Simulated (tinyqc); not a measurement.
MOS capacitor on an n-type substrate, surface potential from the exact charge relation: two steps of the calculation.

Uniform n-type substrate, Boltzmann statistics, full ionisation, classical densities. psi is the surface potential against the body (positive when the bands bend down) and u = -psi/Vt. Traps are spread evenly over the gap and neutral at flat band, so their charge is -q Dit psi; the minority quasi-Fermi level is shifted by Vb.

Inputs (values chosen for the exercise); band and dielectric values those of a made-up semiconductor: temperature T = 300 K; band gap Eg = 3.44 eV; relative permittivity eps_r = 9.46; conduction-band density of states at T Nc = 2.86e18 cm^-3; valence-band density of states at T Nv = 4.2e19 cm^-3; donor density of the substrate N = 3.6e15 cm^-3; relative permittivity of the gate insulator (close to hafnium oxide) eox = 21.4; insulator thickness tox = 28 nm; fixed charge at the interface, in units of q Nf = 0 cm^-2; density of interface traps Dit = 0 cm^-2 eV^-1; reverse bias of the inversion layer against the body Vb = 0 V; gate voltage against the body Vg = -1.18 V.

Constants: q = 1.602176634e-19 C, kB = 1.380649e-23 J/K, Vt = kB T/q, eps0 = 8.8541878128e-14 F/cm where lengths are in cm. Results are converted to the units shown.

Problem 1. Newton step for the surface potential. u = -psi/Vt; F^2 = exp(-u) + u - 1 + r (exp(u) - u - 1); Qs = +sign(u) Q0 F; Cs = -dQs/dpsi = (Q0/Vt) |1 - exp(-u) + r (exp(u) - 1)|/(2 F). f = Vfb + psi + (q Dit psi - Qs)/Cox - Vg, f' = 1 + (Cs + q Dit)/Cox, psi(new) = psi - f/f'.

psi at the start = -1.4873696 V
Cox = 0.67671293 uF/cm^2
Vfb = 0.30736957 V
Q0 = 4.9979102 nC/cm^2
r = 1.5050599e-51

Find: u; F; Qs; Cs; f; f'; psi after iteration 1.

Solution 1.

u = 57.53
F = 7.519
Qs = 37.58 nC/cm^2
Cs = 0.01286 uF/cm^2
f = -0.05553 V
f' = 1.019
psi after iteration 1 = -1.433 V

Problem 2. Charges, field and capacitances at the solution. ni = sqrt(Nc Nv) exp(-Eg/(2 Vt)), Eg in volts; phiF = Vt ln(N/ni); Cox = eps0 eox/tox; Vfb = phiM - chi - Vt ln(Nc/N) - q Nf/Cox; Q0 = sqrt(2 eps0 eps_r q N Vt); r = (ni/N)^2 exp(-Vb/Vt); VT = Vfb - [(2 phiF + Vb)(1 + q Dit/Cox) + sqrt(2 eps0 eps_r q N (2 phiF + Vb))/Cox].

Low frequency: 1/C_LF = 1/Cox + 1/(Cs + q Dit). High frequency, in the simple estimate in which traps and minority carriers do not follow: 1/C_HF = 1/Cox + 1/Cd, Cd being Cs with r = 0 at the same psi. Minority sheet density N_inv = (Q0/(2 q)) int_0^u r (exp(t) - 1)/F(t) dt for u > 0. Oxide field |Qs - q Dit psi + q Nf|/(eps0 eox).

converged psi = -1.4328831 V

Find: Qs; N_inv; oxide field; Cs; C_LF/Cox; C_HF/Cox.

Solution 2.

Qs = 36.872 nC/cm^2
N_inv = 3.7858e-18 cm^-2
oxide field = 0.019459 MV/cm
Cs = 0.013103 uF/cm^2
C_LF/Cox = 0.018994
C_HF/Cox = 0.018994

The surface is in depletion (borders at |psi| = 0, phiF + Vb and 2 phiF + Vb = 3.03 V).

Program tinyqc, `OMP_NUM_THREADS=1 python tinyqc.py 2060060 2060061 out.jsonl`; Intel Xeon 2.30GHz, shared host, one thread, about 0.01 s.
